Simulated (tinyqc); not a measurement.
Ballistic transport through the one-dimensional subbands of a rectangular nanowire or nanosheet channel: one step, computed by the program tinyqc. Command: `OMP_NUM_THREADS=1 python tinyqc.py 3029422 3029423 out.jsonl wire walk`. One thread of a shared host (Intel(R) Xeon(R) Processor @ 2.30GHz), about 0.01 s of CPU time with the checks.

Hard walls, parabolic subbands, transport along x. Energies are counted from the bulk conduction band edge at the top of the barrier, which the gate pulls down by U; the source Fermi level lies at the bulk edge when U = 0.

Problem. Subbands. E_pq = (hbar^2 pi^2/2)(p^2/(m_y b^2) + q^2/(m_z a^2)); m_x = m_y = m_z = m, degeneracy g = 1; the 10 lowest subbands are kept.

Inputs (values chosen for the exercise, modelled on GaN): mass m = 0.21 m_0; height a = 3.5 nm; width b = 6.8 nm.

Valleys: single isotropic valley.

Constants: hbar^2/(2 m_0) = 3.80998212 eV angstrom^2; k_B = 8.617333262e-05 eV/K.

Give: Subbands.

Solution.

Subbands:
```
valley axis  p  q  E (meV)  m_x (m_0)
-            1  1      185       0.21
-            2  1      301       0.21
-            3  1      495       0.21
-            1  2      623       0.21
-            2  2      740       0.21
-            4  1      766       0.21
-            3  2      933       0.21
-            5  1     1114       0.21
-            4  2     1204       0.21
-            1  3     1354       0.21
```
